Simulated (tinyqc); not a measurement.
Vacancy excess varied: nucleation and growth of vacancy voids in a cooling silicon-like crystal. Computed by tinyqc, a small Python program. Command: `OMP_NUM_THREADS=1 python tinyqc.py 3010797 3010798 out.jsonl voids walk`. One thread of a shared host (Intel(R) Xeon(R) Processor @ 2.30GHz), about 0.8 s of CPU time with the checks.

Spherical voids; vacancies are lost only to voids.

Inputs (values chosen for the exercise, close to those used for silicon):
```
quantity                                    value    unit
vacancy density at the melting point C_m  5.8e+14  1/cm^3
formation energy E_f                         3.88      eV
melting point T_m                            1685       K
diffusion prefactor D0                    0.00044  cm^2/s
migration energy E_m                         0.41      eV
site density rho                            5e+22  1/cm^3
void surface energy gamma                   0.964   J/m^2
cooling rate q                                9.2   K/min
vacancy excess C0                         1.3e+14  1/cm^3
temperature step                            0.125       K
```

Vacancy supply: given.

Constants: k_B = 8.617333262e-05 eV/K; k_B = 1.380649e-23 J/K.

Method:
- C = C0 as given.
- C_e = C_m exp[-(E_f/k_B)(1/T - 1/T_m)]; D = D0 exp(-E_m/(k_B T)); f = k_B T ln(C/C_e); r* = 2 gamma/(rho f); W* = 16 pi gamma^3/(3 rho^2 f^2); Z = f/sqrt(12 pi W* k_B T); I = rho Z (4 pi r* D C) exp(-W*/(k_B T)).
- March down from 1500 K in steps dT, dt = dT/q, with values at the upper end of each step: a class of I dt voids is born with r*; then all classes grow by r^2 += 2 D (C - C_e) dt/rho; C falls by the vacancies added to voids. Stop at 1150 K. T_n is the T of the largest I, N the final count (classes under 1e-6 /cm^3 are dropped), and the mean radius the number average.

initial excess C = 1.30e+14 1/cm^3

At fixed q:
```
C (1/cm^3)   T_n (K)  N (1/cm^3)  mean radius (nm)
5.20e+13    1323.500  5.1540e+07            16.689
7.80e+13    1346.000  3.7914e+07            21.179
1.30e+14    1375.125  2.5755e+07            28.589
2.10e+14    1403.375  1.7919e+07            37.884
3.20e+14    1428.875  1.3033e+07            48.505
```

What follows from these numbers?

More vacancies nucleate earlier (T_n rises by 105 K) and give fewer, larger voids: N goes as C^-0.76 and the radius as C^0.59, steeper than the -1/2 and +1/2 of the scaling argument at fixed D, because D rises with T_n.

Extremes, crossings and ranges named in words are read from the listed rows.
